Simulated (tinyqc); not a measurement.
Composition and strain of an epitaxial Si(1-x)Ge(x) layer from Raman and X-ray peaks: one step, computed by the program tinyqc.

A (001) layer, biaxially strained in the plane. The Raman peaks follow empirical lines omega = w0 + c1 x + c3 x^3 + b eps (c3 for Si-Ge alone), with eps the in-plane strain.

Problem. Raman peaks. Insert x and eps in the three lines; the strain part is b eps.

Inputs (values chosen for the exercise, modelled on silicon-germanium):
```
quantity                     value  unit
Ge fraction x                 0.17     -
Si-Si: w0                    520.6  1/cm
Si-Si: c1                    -64.5  1/cm
Si-Si: strain coefficient b   -750  1/cm
Si-Ge: w0                    399.9  1/cm
Si-Ge: c1                     23.5  1/cm
Si-Ge: c3                    -35.7  1/cm
Si-Ge: strain coefficient b   -590  1/cm
Ge-Ge: w0                    280.2  1/cm
Ge-Ge: c1                     19.4  1/cm
Ge-Ge: strain coefficient b   -474  1/cm
```

Substrate: relaxed alloy buffer.

in-plane strain eps = 10.67425 per mille

Give: Si-Si peak; Si-Ge peak; Ge-Ge peak; strain parts.

Solution.

Si-Si peak = 501.6 1/cm

Si-Ge peak = 397.4 1/cm

Ge-Ge peak = 278.4 1/cm

strain parts (1/cm): Si-Si -8.006, Si-Ge -6.298, Ge-Ge -5.060

Read as unstrained, the Si-Si peak would give x = 0.294 in place of 0.17. Caution: near either end one of the like-atom peaks is weak, since its intensity follows the number of such bonds.
